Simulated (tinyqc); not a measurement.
Worked calculation: tight binding, honeycomb lattice. Computed by tinyqc, a small Python program that keeps every step. Settings: t1 = 1.02, t2 = 0.25, phi = -2.7, delta = 1.83, points = 5. Command: `OMP_NUM_THREADS=1 python tinyqc.py 30264 30265 out.jsonl` (the two numbers bound the seeds that draw the settings). One thread of a shared host (Intel(R) Xeon(R) Processor @ 2.60GHz), about 0.01 s of CPU time with the checks.

## Bloch Hamiltonian at k

Parameters chosen for this model:
```
parameter,value,unit
t1,1.020000,"eV, nearest"
t2,0.250000,"eV, second neighbours"
phi,-2.700000,"rad, phase of t2 (Haldane)"
delta,1.830000,"eV, +/- on A and B"
```

k point k (fractions of the reciprocal vectors): -0.120000  -0.130000

H_AB = -t1 (1 + exp(-i k.a1) + exp(-i k.a2)); H_AA = delta - 2 t2 sum cos(k.b + phi), H_BB = -delta - 2 t2 sum cos(k.b - phi), b = a1, a2 - a1, -a2.

H(k) at k (eV):
```
,A,B
A,2.924029,-2.461786-1.441786i
B,-2.461786+1.441786i,-0.743821
```

## Levels at k

Diagonalise the Hermitian matrix.

eigenvalues (eV): -2.301418  4.481626

weights |c|^2 of the basis functions:
```
,band 1,band 2
A,0.229631,0.770369
B,0.770369,0.229631
```

## Bloch Hamiltonian at K

k point K (fractions of the reciprocal vectors): 0.333333  0.666667

As before.

H(k) at K (eV):
```
,A,B
A,0.596763,0.000000
B,0.000000,-1.952871
```

## Levels at K

As before.

eigenvalues (eV): -1.952871  0.596763

weights |c|^2 of the basis functions:
```
,band 1,band 2
A,0.000000,1.000000
B,1.000000,0.000000
```

## Bands along a path

The same steps at evenly spaced points between the labelled ones.

Bands along the path (eV):
```
k,band 1,band 2
G,-2.209351,4.921568
G-K 0.20,-2.278884,4.535648
G-K 0.40,-2.385721,3.501105
G-K 0.60,-2.349877,2.177215
G-K 0.80,-2.118403,1.045085
K,-1.952871,0.596763
K-M 0.20,-1.997079,0.692693
K-M 0.40,-2.104854,0.921408
K-M 0.60,-2.242109,1.195229
K-M 0.80,-2.391755,1.449034
M,-2.547102,1.643030
M-K' 0.20,-2.701735,1.759014
M-K' 0.40,-2.844797,1.797918
M-K' 0.60,-2.961545,1.778099
M-K' 0.80,-3.037404,1.733018
K',-3.063237,1.707129
```

With 1 band(s) filled, the highest filled level on these points lies at K and the lowest empty one at K: a gap of 2.5496 eV, direct.

## Chern number of the lower band

On a 5 x 5 mesh, the phase of the product of overlaps around each plaquette (k1 then k2); the sum over 2 pi is an integer.

plaquette phases (rad):
```
,1,2,3,4,5
1,0.000000,-0.064754,-0.060431,0.069798,0.034085
2,0.069955,0.029713,-0.176718,-0.161286,0.069798
3,0.090938,0.129457,0.045704,-0.176718,-0.060431
4,-0.055282,0.074739,0.129457,0.029713,-0.064754
5,-0.058597,-0.055282,0.090938,0.069955,0.000000
```

Chern number = 0.000000
